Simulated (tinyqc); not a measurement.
Inside a calculation. Model: surface photovoltage measurement of the minority-carrier diffusion length in a wafer. Computed by tinyqc, a small Python program that keeps every step. Command: `OMP_NUM_THREADS=1 python tinyqc.py 3130223 3130224 out.jsonl spv walk`. One thread of a shared host (Intel(R) Xeon(R) Processor @ 2.30GHz), about 0.01 s of CPU time with the checks. Intermediate numbers are printed to about 5 digits and carried at full precision; extremes and crossings named in words are read from the listed rows.

Low injection, steady light, a depletion layer much thinner than 1/alpha and L. The excess density dn is taken at the front edge of the neutral region; light that reaches the back is lost.

Inputs (values chosen for the exercise, modelled on p-type silicon at room temperature):
```
quantity,value,unit
diffusion length L,550,micrometre
wafer thickness W,525,micrometre
diffusivity D,24.6,cm^2/s
front recombination velocity S_f,1300,cm/s
back recombination velocity S_b,150000,cm/s
photon flux entering,1.2e+12,1/(cm^2 s)
minority density at the surface barrier scale n_0,1.2e+08,1/cm^3
temperature T,298,K
wavelength,876,nm
relative noise of each reading,0.2,%
diffusion length after pair splitting over L,0.93,-
iron factor C,1.07e+16,micrometre^2/cm^3
```

Constants: k_B = 8.617333262e-05 eV/K.

## One wavelength

alpha = (84.732/lambda - 76.417)^2 per cm with lambda in micrometre (an empirical fit for silicon between 0.7 and 1.05 micrometre). Thick wafer: dn = Phi L/((S_f + D/L)(L + 1/alpha)). Finite wafer, with s = S_b L/D, w = W/L, a = alpha L: dn = [Phi a/(a^2 - 1)] [a - B - exp(-alpha W)(a - s)/(cosh w + s sinh w)]/(S_f + B D/L), B = (sinh w + s cosh w)/(cosh w + s sinh w). Photovoltage V = (k_B T/e) ln(1 + dn/n_0). Lifetime = L^2/D.

alpha = 412.46 1/cm

penetration depth 1/alpha = 24.245 micrometre

dn, thick wafer = 6.5779e+08 1/cm^3

B = 1.3456

dn, finite wafer = 5.9470e+08 1/cm^3

photovoltage V = 45.822 mV

lifetime = 122.97 microsecond

Caution: dn is not small against n_0, so V is not linear in the flux; the constant-flux reading then needs dn, not V.

## The linear plot

normal deviates g for the noise: [-0.30, 0.16, -0.40, 0.25, -0.55, 0.64, -0.52]

Readings y = (Phi/dn) (1 + noise x g) at 780, 830, 880, 920, 950, 975 and 995 nm; a least-squares line y = c (1/alpha + L_app) gives L_app = intercept/slope.

Readings:
```
lambda (nm),1/alpha (micrometre),y (cm/s),line (cm/s)
780,9.64,1946.0,1935.9
830,15.18,1974.3,1966.7
880,25.33,2021.6,2023.0
920,40.66,2101.4,2108.1
950,61.28,2207.0,2222.6
975,90.92,2380.7,2387.2
995,130.89,2621.8,2609.2
```

slope = 5.5527 cm/(s micrometre)

apparent length L_app = 339.00 micrometre

error of L_app (rounded to 0.001) = -38.363 %

Without noise the error would be -38.4 %, from the finite thickness at W/L = 1.0. S_f scales all readings alike and leaves L_app unchanged.

## Where the wafer is too thin

No noise; L is varied at fixed W, and the last two columns set S_b to 0 and to 1e7 cm/s.

Apparent length (micrometre):
```
L,W/L,given S_b,S_b = 0,S_b = 1e7
26.2,20.038,26.20,26.2,26.20
52.5,10.000,52.50,52.5,52.50
105.0,5.000,104.83,105.1,104.82
158.0,3.323,155.58,160.0,155.54
262.0,2.004,236.89,285.5,236.61
420.0,1.250,308.58,544.4,307.87
682.0,0.770,356.40,1138.2,355.29
1100.0,0.477,379.67,2285.1,378.32
2100.0,0.250,391.50,4582.0,390.02
```

With a fast back surface L_app levels off, at 390 micrometre in the last row; with a passive one it reaches up to 2.18 times L among these rows and is 4580 in the last. All three columns are within 5 % of L down to W/L = 3.3.

## Iron from two lengths

Splitting iron-boron pairs in boron-doped silicon shortens L; with nothing else changing, [Fe] = C (1/L_after^2 - 1/L^2). It is evaluated with the true lengths and with the apparent ones (without noise), which differ when the wafer is not thick against L.

L_after = 511.5 micrometre

[Fe] from the true lengths = 5.5252e+09 1/cm^3

[Fe] from the apparent lengths = 4.1020e+09 1/cm^3

bias, apparent over true less 1 (rounded to 0.001) = -25.758 %

Checks made by the program: dn against a finite-difference solution (relative difference 3e-06).
